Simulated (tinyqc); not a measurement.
MOSFET in saturation, small-signal circuit and noise: one step of the calculation.

Bias by the inversion coefficient IC = I/Ispec (charge-based model with velocity saturation; weak inversion below 0.1, strong above 10). Common-source circuit: gm, gds, Cgs, Cgd and Cj at the inner nodes, Rg in series with the gate; quasi-static, no source or drain resistance, no gate-body capacitance, no substrate network, no induced gate noise, so fmax is an upper estimate.

Question. Admittance matrix. Inner admittances at w = 2 pi f: y11 = i w (Cgs + Cgd), y12 = -i w Cgd, y21 = gm - i w Cgd, y22 = gds + i w (Cgd + Cd). Invert to Z, add Rg to Z11 and invert back to Y.

Values chosen for this exercise: signal frequency f = 1 GHz.

gm = 3.8168310 mS
gds = 0.16030690 mS
Cgs = 14.642936 fF
Cgd = 3 fF
Cd = 4 fF
Rg = 11.282051 ohm

Find: inner y; Y with Rg.

Answer.

inner y (mS):
```
                1               2
1  0.0000+0.1109i  0.0000-0.0188i
2  3.8168-0.0188i  0.1603+0.0440i
```

Y with Rg (mS):
```
                1               2
1  0.0001+0.1109i  0.0000-0.0188i
2  3.8168-0.0236i  0.1603+0.0448i
```

Computed by the program tinyqc: `OMP_NUM_THREADS=1 python tinyqc.py 2150135 2150136 out.jsonl`, one thread of a shared Intel Xeon 2.30GHz, about 0.01 s for the whole run.
